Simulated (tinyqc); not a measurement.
Power transistor in saturation, electro-thermal loop: one step of the calculation.

One temperature T for the device, T = T0 + Rth P(T), with P(T) = V I0 (T/300 K)^(-al) [1 + kv (T - 300 K)/Vov]^2. The loop gain is Rth dP/dT; a solution is thermally stable when it is below one.

Problem. Temperature by Newton steps. P(T) = V I0 (T/300 K)^(-al) [1 + kv (T - 300 K)/Vov]^2; P'(T) = P [-al/T + 2 kv/(Vov + kv (T - 300 K))]; G = Rth P'; T(new) = T + (T0 + Rth P - T)/(1 - G).

Inputs (values chosen for the exercise): ambient temperature T0 = 360 K; drain voltage V = 28 V; saturation current at 300 K I0 = 0.42 A; exponent of the mobility al = 1.4; overdrive at 300 K Vov = 0.6 V; fall of the threshold with temperature kv = 3.7 mV/K; thermal resistance Rth = 3.2 K/W.

T at the start = 360 K

Give: P; G; T after iteration 1.

Solution.

P = 17.100 W
G = 0.27981
T after iteration 1 = 435.98 K

Numbers from tinyqc (`OMP_NUM_THREADS=1 python tinyqc.py 2520032 2520033 out.jsonl`; about 0.01 s on one thread of a shared Intel Xeon 2.30GHz).
